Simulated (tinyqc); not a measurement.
Two channel transmissions from conductance and noise.

Inverse problem. A contact has two spin-degenerate channels: G = (2 q^2/h)(T1 + T2), Fano factor F = [T1 (1 - T1) + T2 (1 - T2)]/(T1 + T2), T1 > T2. Find T1 and T2.

G in units of 2 q^2/h = 1.01
Fano factor = 0.35594059

Answer. With g = T1 + T2, T1^2 + T2^2 = g (1 - F), so (T1 - T2)^2 = 2 g (1 - F) - g^2.

T1 = 0.770
T2 = 0.240

Computed by the program tinyqc: `OMP_NUM_THREADS=1 python tinyqc.py 2740118 2740119 out.jsonl`, one thread of a shared Intel Xeon 2.30GHz, about 0.5 s for the whole run.
